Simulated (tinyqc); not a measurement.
Worked calculation: atomic layer deposition: Langmuir saturation, growth per cycle and coating of deep features. Computed by tinyqc, a small Python program that keeps every step. Command: `OMP_NUM_THREADS=1 python tinyqc.py 3024549 3024550 out.jsonl ald walk`. One thread of a shared host (Intel(R) Xeon(R) Processor @ 2.30GHz), about 0.02 s of CPU time with the checks. Intermediate numbers are printed to about 5 digits and carried at full precision; extremes and crossings named in words are read from the listed rows.

Precursor A sticks only on free sites, so a long enough pulse saturates; co-reactant B then frees the sites again.

Inputs (values chosen for the exercise, modelled on titanium nitride from the chloride and ammonia):

| quantity | value | unit |
|---|---|---|
| precursor mass M | 190 | u |
| site density q | 2 | 1/nm^2 |
| growth per cycle at saturation G | 0.32 | angstrom |
| sticking probability beta on free sites | 0.024 | - |
| precursor pressure p | 21 | Pa |
| temperature T | 175 | C |
| pulse time t | 0.0051 | s |
| co-reactant completion per pulse c_B | 0.999 | - |
| desorption energy E_d | 1.45 | eV |
| purge time t_p | 9.5 | s |
| aspect ratio a | 85 | - |

Feature: long trench.

Constants: u = 1.6605390666e-27 kg; k_B = 1.380649e-23 J/K; k_B = 8.617333262e-05 eV/K.

## Flux and saturation time

Wall flux F = p/sqrt(2 pi M k_B T); rate of filling k_a = beta F/q; desorption k_d = 1e13 exp(-E_d/(k_B T)) per second. 1/m^2 = 1e-18/nm^2. Temperatures in kelvin are T(C) + 273.15.

flux F = 1.8962e+05 1/(nm^2 s)

k_a = 2275.4 1/s

k_d = 4.9394e-04 1/s

time to 99 % without desorption, ln(100)/k_a = 0.0020239 s

## The first four cycles

One cycle from coverage th0: pulse A gives th1 = th_s + (th0 - th_s) exp(-(k_a + k_d) t), th_s = k_a/(k_a + k_d); the purge leaves th2 = th1 exp(-k_d t_p); pulse B converts c_B th2 into film and leaves th3 = (1 - c_B) th2. Growth = G c_B th2. Start from th0 = 0.

Cycles:

| cycle | th0 | th1 | th2 | th3 | growth (angstrom) |
|---|---|---|---|---|---|
| 1 | 0 | 0.99999 | 0.99531 | 9.9531e-04 | 0.31818 |
| 2 | 9.9531e-04 | 0.99999 | 0.99531 | 9.9531e-04 | 0.31818 |
| 3 | 9.9531e-04 | 0.99999 | 0.99531 | 9.9531e-04 | 0.31818 |
| 4 | 9.9531e-04 | 0.99999 | 0.99531 | 9.9531e-04 | 0.31818 |

## Steady growth per cycle

The periodic state has th0 = th3: th0 = (1 - c_B) e_p th_s (1 - e_a)/(1 - (1 - c_B) e_p e_a), with e_a = exp(-(k_a + k_d) t), e_p = exp(-k_d t_p). Share of impinging molecules used = q (th1 - th0)/(F t).

coverage after pulse A = 0.99999

growth per cycle = 0.31818 angstrom

share of impinging molecules used = 0.0020661

The pulse is 11.60 filling times long: saturated.

## Exposure for a deep feature

Diffusion-limited filling (Gordon) of a long trench of width w, hydraulic diameter 2w, so that a is replaced by a/2 in the hole formula: t = (q/F)(1 + 19a/8 + 3a^2/8). Reaction-limited filling needs ln(100)/k_a at any depth, k_a = beta F/q. Flow is molecular. The front picture holds when the modulus (a/2) sqrt(beta) is well above 1. Depth reached by the given pulse: solve the same formula for a. Exposure = p x diffusion-limited time; 1 langmuir = 1.33322e-4 Pa s.

diffusion-limited time = 0.030717 s

exposure = 4838.4 langmuir

modulus = 6.5841

aspect ratio reached by the front in time t = 32.844

Diffusion needs 0.0307 s and reaction 0.00202 s: transport limits, and the feature fills from the mouth down. Caution: for a long trench the a/2 rule ignores the ln(a)/a transmission of a slit, so times at large a are too long.

## Coverage along the feature as the dose grows

Continuum model with steady gas transport: d2n/dz2 = 3 beta (1 - th) n/d_h^2 (d_h the hydraulic diameter, n = 1 at the mouth, no flux at the floor, 60 cells), d th/dt = beta F n (1 - th)/q; no desorption. Times are multiples of the larger of the Gordon time and ln(100)/k_a.

Coverage:

| multiple | t (s) | top cell | quarter depth | half depth | three quarters | floor cell |
|---|---|---|---|---|---|---|
| 0.05 | 0.001536 | 0.962 | 0.287 | 0.021 | 0.001 | 0.000 |
| 0.10 | 0.003072 | 0.999 | 0.641 | 0.068 | 0.004 | 0.000 |
| 0.20 | 0.006143 | 1.000 | 0.970 | 0.289 | 0.021 | 0.002 |
| 0.40 | 0.012287 | 1.000 | 1.000 | 0.901 | 0.175 | 0.023 |
| 0.60 | 0.018430 | 1.000 | 1.000 | 0.999 | 0.609 | 0.121 |
| 0.80 | 0.024574 | 1.000 | 1.000 | 1.000 | 0.948 | 0.454 |
| 1.00 | 0.030717 | 1.000 | 1.000 | 1.000 | 1.000 | 0.993 |
| 1.30 | 0.039933 | 1.000 | 1.000 | 1.000 | 1.000 | 1.000 |

At a multiple of 0.2 the coverage is 1.00 at the top and 0.00 at the floor. The walls fill from the top down behind a front whose depth grows as sqrt(t), since the modulus is well above 1. In the last row the floor reaches 1.000.

Checks made by the program: periodic state against 400 explicit cycles (relative difference below 1e-10).
